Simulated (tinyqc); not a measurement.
# Worked calculation: disorder broadening of a one-dimensional band in the self-consistent Born approximation

Computed by the program tinyqc: `OMP_NUM_THREADS=1 python tinyqc.py 2720124 2720125 out.jsonl`, one thread of a shared Intel Xeon 2.30GHz, about 0.02 s for the whole run. Printed values are rounded.

The local Green function is G = g0(z - Sigma) with z = E + i eta and g0(z) = 1/(sqrt(z - 2t) sqrt(z + 2t)), principal roots; the self-energy is Sigma = D G. The density of states is -Im G/pi.

Inputs (values chosen for the exercise): hopping t = 1 eV; variance of the random site energy D = 1.1 eV^2; bare broadening eta = 0.001 eV; energy from the band centre E = 0.076 eV; mixing mix = 0.7.

Constants: q = 1.602176634e-19 C, hbar = 1.054571817e-34 J s. Results are converted to the units shown.

Range of the model: The self-consistent Born approximation misses band tails from rare fluctuations and localisation.

## Iteration 1: Born step

Sigma at the start = 0.000000+0.000000i eV

G = g0(z - Sigma), Sigma(out) = D G, Sigma(new) = Sigma + mix (Sigma(out) - Sigma).

G = 0.0000095-0.5003613i 1/eV
Sigma(out) = 0.0000105-0.5503975i eV
Sigma after iteration 1 = 0.0000073-0.3852782i eV

Sigma(out) of this first step, from Sigma = 0, is the plain (first) Born approximation.

## Iteration 2: Born step

As before.

G = 0.0034800-0.4912324i 1/eV
Sigma(out) = 0.0038280-0.5403556i eV
Sigma after iteration 2 = 0.0026818-0.4938324i eV

## Iteration 3: Born step

As before.

G = 0.0041555-0.4856192i 1/eV
Sigma(out) = 0.0045710-0.5341811i eV
Sigma after iteration 3 = 0.0040043-0.5220765i eV

## Course of the iteration

Stop when |Sigma(out) - Sigma| is below 1e-10 eV, or after 300 iterations; the start is Sigma = 0.

Course of the iteration:
```
iteration  Re Sigma (1e-3 eV)  Im Sigma (eV)  |Sigma(out) - Sigma| (eV)
1                    0.007331     -0.3852782                      0.550
2                    2.681782     -0.4938324                      0.155
3                    4.004254     -0.5220765                     0.0404
4                    4.488859     -0.5292773                     0.0103
5                    4.648173     -0.5311034                    2.62e-3
6                    4.697680     -0.5315657                    6.64e-4
7                    4.712531     -0.5316827                    1.68e-4
8                    4.716876     -0.5317123                    4.27e-5
9                    4.718125     -0.5317197                    1.08e-5
10                   4.718479     -0.5317216                    2.75e-6
11                   4.718578     -0.5317221                    6.96e-7
12                   4.718605     -0.5317222                    1.77e-7
13                   4.718613     -0.5317223                    4.48e-8
14                   4.718615     -0.5317223                    1.14e-8
15                   4.718615     -0.5317223                    2.88e-9
16                   4.718615     -0.5317223                   7.30e-10
17                   4.718615     -0.5317223                   1.85e-10
18                   4.718615     -0.5317223                   4.69e-11
```

Converged in 18 iterations. At the solution d Sigma(out)/d Sigma = -0.0664+0.007i, so the error shrinks by |1 - mix + mix times that| = 0.254 a step.

## Density of states and lifetime

converged Sigma = 0.0047186-0.5317223i eV

G = Sigma/D, density of states -Im G/pi, lifetime hbar/(2 |Im Sigma|); without disorder the density of states is -Im g0(z)/pi.

density of states = 0.1538659 1/eV
lifetime = 0.6189434 fs
density of states without disorder = 0.1592700 1/eV

Disorder makes the density of states at this energy 3.4 % below the clean value.
